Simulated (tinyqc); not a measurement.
# n-type polysilicon, carrier trapping at grain boundaries, step by step

Numbers from tinyqc (`OMP_NUM_THREADS=1 python tinyqc.py 2830181 2830182 out.jsonl`; about 0.01 s on one thread of a shared Intel Xeon 2.30GHz). Printed values are rounded.

One-dimensional grains of size Lg, uniform ionised doping N, monovalent traps Qt at each boundary at a depth Et below (for electrons) or above (for holes) the band edge there, abrupt depletion of width W on each side of a boundary, Boltzmann statistics. xi is the distance from the band edge at the grain centre to the Fermi level. Trapped charge Qt/(1 + exp((xi + VB - Et)/Vt)) = 2 N W, barrier VB = q N W^2/(2 eps0 eps_r).

Values chosen for this exercise; values of the order met in polycrystalline silicon:
```
symbol    value        unit                                                              meaning
T           350           K                                                          temperature
eps_r      11.7                                                            relative permittivity
NB      3.53e19       cm^-3                               conduction-band density of states at T
Lg          160          nm                                                           grain size
Qt       5.1e11       cm^-2                                     trap density of a grain boundary
Et         0.37          eV  depth of the trap level from the majority band edge at the boundary
ms         0.51          m0                                         mass for thermionic emission
fe            1                                           correction factor of the emission rate
mug          57  cm^2/(V s)                                           mobility inside the grains
N        1.8e17       cm^-3                                                               doping
```

Constants: q = 1.602176634e-19 C, kB = 1.380649e-23 J/K, m0 = 9.1093837015e-31 kg, Vt = kB T/q, eps0 = 8.8541878128e-14 F/cm where lengths are in cm. Results are converted to the units shown.

Range of the model: VB is below Vt, where abrupt depletion and thermionic emission are rough.

## Starting value

W = 11 nm.

W at the start = 11 nm

## Iteration 1: new W

Partly depleted grain, xi = Vt ln(NB/N): f = 1/(1 + exp((xi + VB - Et)/Vt)), g = Qt f - 2 N W, g' = -2 Qt f (1 - f) VB/(W Vt) - 2 N, W(new) = W - g/g'.

VB = 0.0168424 V
f = 0.998391
g = 1.13179e11 cm^-2
g' = -3.60832e10 cm^-2/nm
W after iteration 1 = 14.1366 nm

## Iteration 2: new W

As before.

VB = 0.0278170 V
f = 0.997686
g = -9.84048e7 cm^-2
g' = -3.61536e10 cm^-2/nm
W after iteration 2 = 14.1339 nm

## Iteration 3: new W

As before.

VB = 0.0278063 V
f = 0.997687
g = -114.124 cm^-2
g' = -3.61535e10 cm^-2/nm
W after iteration 3 = 14.1339 nm

## Course of the iteration

Stop when the step is below 1e-10 nm, or after 40 iterations.

Course of the iteration:

| iteration | W before the step (nm) | step (nm) |
|---|---|---|
| 1 | 11 | 3.14 |
| 2 | 14.1366 | -2.72e-3 |
| 3 | 14.1339 | -3.16e-9 |
| 4 | 14.1339 | < 1e-12 |

Converged in 4 iterations.

## Depletion width, Fermi level and barrier

If the trap equation with xi = Vt ln(NB/N) has a root W < Lg/2, the grain is partly depleted; otherwise W = Lg/2 and the trap equation gives xi = Et - VB + Vt ln(Qt/(N Lg) - 1). N* = Qt/Lg.

N* = 3.18750e16 cm^-3
W = 14.1339 nm
xi = 0.159209 V
VB = 0.0278063 V
share of traps filled = 0.997687

N is 5.65 N*, and the grain is partly depleted; VB = 0.922 Vt.

## Resistivity and effective mobility

n0 = NB exp(-xi/Vt); mean density n0 (1 - 2 W/Lg) by charge balance in a partly depleted grain, and n0 (sqrt(pi)/2) erf(u)/u with u = sqrt(VB/Vt) in a fully depleted one; v = sqrt(kB T/(2 pi ms m0)); barrier resistivity Vt exp(VB/Vt)/(q fe n0 v Lg); grain resistivity (1 - 2 W/Lg)/(q n0 mug); effective mobility 1/(q mean density total resistivity).

n0 = 1.8e17 cm^-3
mean density = 1.48199e17 cm^-3
v = 4.06870e6 cm/s
barrier resistivity = 0.0403900 ohm cm
grain resistivity = 0.500858 ohm cm
resistivity = 0.541248 ohm cm
effective mobility = 77.8125 cm^2/(V s)

The resistivity is 0.890 times that of a single crystal with the same N and mobility mug, and the mean density is 82.3 % of N. The effective mobility exceeds mug only because drift through the depleted grain is left out.
